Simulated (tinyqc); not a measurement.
Harmonic transition-state theory with quantum, tunnelling and friction corrections. From ratio k_q/k_cl back to temperature T. Computed by tinyqc, a small Python program. Command: `OMP_NUM_THREADS=1 python tinyqc.py 3027984 3027985 out.jsonl rates inv`. One thread of a shared host (Intel(R) Xeon(R) Processor @ 2.30GHz), about 0.02 s of CPU time with the checks.

One atom hops between equivalent sites; three modes at the minimum and two real modes at the saddle are treated as harmonic, the rest of the crystal as unchanged; melting is ignored, so hot rows may lie above the melting point.

Inputs (values chosen for the exercise, modelled on interstitial hydrogen in silicon): barrier E_b = 0.507 eV.

Lattice of sites: three-dimensional.

frequencies at the minimum (THz): 36.3  41.2  46

real frequencies at the saddle (THz): 47.9  66.1

Constants: h x 1 THz = 4.135667696 meV; k_B = 8.617333262e-05 eV/K.

Method:
- Vineyard: nu* = product of minimum frequencies / product of real saddle frequencies; k_cl = nu* exp(-E_b/(k_B T)).
- Quantum harmonic: k_q = (k_B T/h) [prod 2 sinh(x_i/2) (minimum) / prod 2 sinh(x_j/2) (saddle)] exp(-E_b/(k_B T)), x = h nu/(k_B T).
- Zero-point correction to the barrier = (h/2)(sum of saddle frequencies - sum of minimum frequencies).

Task: A run gave the result below. Find the temperature T, known to lie between 290 and 480 K.

ratio k_q/k_cl = 0.643805

Result:

Each step takes the trial c = (a f_b - b f_a)/(f_b - f_a), f being the result less the target and a, b, c the logarithms of the listed values; c replaces end b, the old b replaces a if the sign of f changed, and otherwise f_a is halved.

Scan of the range:

| temperature T (K) | ratio k_q/k_cl |
|---|---|
| 290 | 0.608130 |
| 315 | 0.619139 |
| 343 | 0.633198 |
| 373 | 0.649400 |
| 406 | 0.667792 |
| 441 | 0.687300 |
| 480 | 0.708482 |

False position (Illinois rule, in the logarithm of the input) inside the bracket:

| step | end a | end b | trial | ratio k_q/k_cl |
|---|---|---|---|---|
| 1 | 343.000 | 373.000 | 362.355 | 0.643562 |
| 2 | 373.000 | 362.355 | 362.791 | 0.643800 |
| 3 | 373.000 | 362.791 | 362.809 | 0.643810 |
| 4 | 362.791 | 362.809 | 362.800 | 0.643805 |

Ratio k_q/k_cl rises at every point of a 13-point scan of the range (every second point is shown), so one value fits; it is bracketed by 343 and 373. Answer: temperature T = 362.8 K.
